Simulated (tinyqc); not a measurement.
Inside a calculation. Method: plane-wave Kohn-Sham cycle with exchange-only LDA in a layered model solid. Computed by tinyqc, a small Python program that keeps every step. Settings: points = 16, plane-wave index or count = 3, electrons = 2, k points = 2, area = 22.0, mixing = 1.0, iteration cap = 75. Command: `OMP_NUM_THREADS=1 python tinyqc.py 26582 26583 out.jsonl` (the two numbers bound the seeds that draw the settings). One thread of a shared host (Intel(R) Xeon(R) Processor @ 2.60GHz), about 0.02 s of CPU time with the checks. Later iterations appear only in the table of the cycle.

## Iteration 1: potential

A solid whose potential varies along x alone (atomic units):
```
parameter                      value
period a                   10.200000
cross-section of the cell  22.000000
electrons per cell                 2
grid points                       16
plane waves -n..n, n               3
k points                           2
V1 in V1 cos(2 pi x/a)     -0.410000
```

density at the start, on the grid x_j = j a/N (e/bohr^3): 0.00891266  0.00891266  0.00891266  0.00891266  0.00891266  0.00891266  0.00891266  0.00891266  0.00891266  0.00891266  0.00891266  0.00891266  0.00891266  0.00891266  0.00891266  0.00891266

V_H(G) = 4 pi rho(G)/G^2 for G != 0 (uniform background); v_x = -(3 rho/pi)^(1/3); V = V_ext + V_H + v_x; Fourier components f(G_m) = (1/N) sum_j f(x_j) exp(-i G_m x_j).

Potentials on the grid (hartree):
```
x             V_ext       V_H        v_x          V
0.000000  -0.410000  0.000000  -0.204170  -0.614170
0.637500  -0.378791  0.000000  -0.204170  -0.582961
1.275000  -0.289914  0.000000  -0.204170  -0.494084
1.912500  -0.156900  0.000000  -0.204170  -0.361071
2.550000          0  0.000000  -0.204170  -0.204170
3.187500   0.156900  0.000000  -0.204170  -0.047270
3.825000   0.289914  0.000000  -0.204170   0.085743
4.462500   0.378791  0.000000  -0.204170   0.174620
5.100000   0.410000  0.000000  -0.204170   0.205830
5.737500   0.378791  0.000000  -0.204170   0.174620
6.375000   0.289914  0.000000  -0.204170   0.085743
7.012500   0.156900  0.000000  -0.204170  -0.047270
7.650000          0  0.000000  -0.204170  -0.204170
8.287500  -0.156900  0.000000  -0.204170  -0.361071
8.925000  -0.289914  0.000000  -0.204170  -0.494084
9.562500  -0.378791  0.000000  -0.204170  -0.582961
```

V(G_m), m = 0, 1, 2, ... (hartree): -0.204170  -0.205000  0.000000  0.000000  0.000000  0.000000  0.000000

## Iteration 1: Hamiltonian at one k

k = 0.250000 2 pi / a

H(m,m') = (k + G_m)^2/2 delta + V(G_m - G_m'), with V(-G) = V(G).

H (hartree):
```
           -3         -2         -1         +0         +1         +2         +3
-3   1.230641  -0.205000   0.000000   0.000000   0.000000   0.000000   0.000000
-2  -0.205000   0.376869  -0.205000   0.000000   0.000000   0.000000   0.000000
-1   0.000000  -0.205000  -0.097449  -0.205000   0.000000   0.000000   0.000000
+0   0.000000   0.000000  -0.205000  -0.192312  -0.205000   0.000000   0.000000
+1   0.000000   0.000000   0.000000  -0.205000   0.092278  -0.205000   0.000000
+2   0.000000   0.000000   0.000000   0.000000  -0.205000   0.756323  -0.205000
+3   0.000000   0.000000   0.000000   0.000000   0.000000  -0.205000   1.799822
```

## Iteration 1: levels at that k

Diagonalise the Hermitian matrix.

eigenvalues (hartree): -0.429705  -0.092197  0.168252  0.420911  0.780500  1.278899  1.839512

## Iteration 1: new density

Motion across x is left out: the lowest 1 band(s) hold two electrons at each of the k points (j + 1/2)/nk - 1/2. Residual R = rho(out) - rho(in); rho(new) = rho(in) + 1 R. rho(out) = 2/(a A nk) sum |psi|^2 with psi = sum c exp(i G x). Harris energy E = band energy - dV sum rho (V_H/2 + v_x) + (3/4) dV sum rho v_x with rho(in), dV = a A/N, band energy = (2/nk) sum of the filled levels.

rho(out) (e/bohr^3): 0.03048658  0.02630361  0.01695605  0.00828017  0.00316057  0.00099498  0.00027510  0.00007187  0.00003122  0.00007187  0.00027510  0.00099498  0.00316057  0.00828017  0.01695605  0.02630361

density after iteration 1 (e/bohr^3): 0.03048658  0.02630361  0.01695605  0.00828017  0.00316057  0.00099498  0.00027510  0.00007187  0.00003122  0.00007187  0.00027510  0.00099498  0.00316057  0.00828017  0.01695605  0.02630361

energy per cell = -0.75732402 hartree

## Iteration 2: potential

As before.

Potentials on the grid (hartree):
```
x             V_ext        V_H        v_x          V
0.000000  -0.410000   0.504385  -0.307629  -0.213243
0.637500  -0.378791   0.451157  -0.292861  -0.220495
1.275000  -0.289914   0.311372  -0.252987  -0.231529
1.912500  -0.156900   0.130141  -0.199222  -0.225981
2.550000          0  -0.049455  -0.144515  -0.193970
3.187500   0.156900  -0.200947  -0.098309  -0.142356
3.825000   0.289914  -0.312602  -0.064045  -0.086734
4.462500   0.378791  -0.380351  -0.040942  -0.042502
5.100000   0.410000  -0.403015  -0.031006  -0.024021
5.737500   0.378791  -0.380351  -0.040942  -0.042502
6.375000   0.289914  -0.312602  -0.064045  -0.086734
7.012500   0.156900  -0.200947  -0.098309  -0.142356
7.650000          0  -0.049455  -0.144515  -0.193970
8.287500  -0.156900   0.130141  -0.199222  -0.225981
8.925000  -0.289914   0.311372  -0.252987  -0.231529
9.562500  -0.378791   0.451157  -0.292861  -0.220495
```

V(G_m), m = 0, 1, 2, ... (hartree): -0.157775  -0.049180  0.018728  0.002115  0.000708  -0.000171  0.000106

## Iteration 2: Hamiltonian at one k

k = 0.250000 2 pi / a

As before.

H (hartree):
```
           -3         -2         -1         +0         +1         +2         +3
-3   1.277036  -0.049180   0.018728   0.002115   0.000708  -0.000171   0.000106
-2  -0.049180   0.423264  -0.049180   0.018728   0.002115   0.000708  -0.000171
-1   0.018728  -0.049180  -0.051053  -0.049180   0.018728   0.002115   0.000708
+0   0.002115   0.018728  -0.049180  -0.145917  -0.049180   0.018728   0.002115
+1   0.000708   0.002115   0.018728  -0.049180   0.138674  -0.049180   0.018728
+2  -0.000171   0.000708   0.002115   0.018728  -0.049180   0.802719  -0.049180
+3   0.000106  -0.000171   0.000708   0.002115   0.018728  -0.049180   1.846218
```

## Iteration 2: levels at that k

As before.

eigenvalues (hartree): -0.171810  -0.043208  0.146259  0.426269  0.804431  1.280209  1.848790

## Iteration 2: new density

As before.

rho(out) (e/bohr^3): 0.01710970  0.01651614  0.01469653  0.01177415  0.00835234  0.00530120  0.00318771  0.00205914  0.00171839  0.00205914  0.00318771  0.00530120  0.00835234  0.01177415  0.01469653  0.01651614

density after iteration 2 (e/bohr^3): 0.01710970  0.01651614  0.01469653  0.01177415  0.00835234  0.00530120  0.00318771  0.00205914  0.00171839  0.00205914  0.00318771  0.00530120  0.00835234  0.01177415  0.01469653  0.01651614

energy per cell = -0.56778349 hartree

## Convergence

Stop when sqrt(dV sum R^2) is below 1e-8, dV = a A/N.

Course of the cycle:
```
iteration  E (hartree)  norm of the residual
1          -0.75732402              1.58e-01
2          -0.56778349              8.57e-02
3          -0.55839316              5.15e-02
4          -0.54834424              3.13e-02
5          -0.54632790              1.96e-02
6          -0.54515537              1.22e-02
7          -0.54479846              7.63e-03
8          -0.54463482              4.77e-03
9          -0.54457663              2.99e-03
10         -0.54455235              1.87e-03
11         -0.54454318              1.17e-03
...                ...                   ...
65         -0.84340435              2.38e-01
66         -0.84340513              2.38e-01
67         -0.84340518              2.38e-01
68         -0.84340524              2.38e-01
69         -0.84340524              2.38e-01
70         -0.84340525              2.38e-01
71         -0.84340524              2.38e-01
72         -0.84340524              2.38e-01
73         -0.84340524              2.38e-01
74         -0.84340524              2.38e-01
75         -0.84340524              2.38e-01
```

Not converged within 75 iterations: the residual has stopped falling. Reruns (cap 100 unless said): mixing 0.1: not converged; mixing 0.5, Kerker q0 1.0: converged in 80 (E = -0.54454); mixing 0.3, Pulay depth 5: converged in 10 (E = -0.54454); the original settings with a cap of 400: not converged.
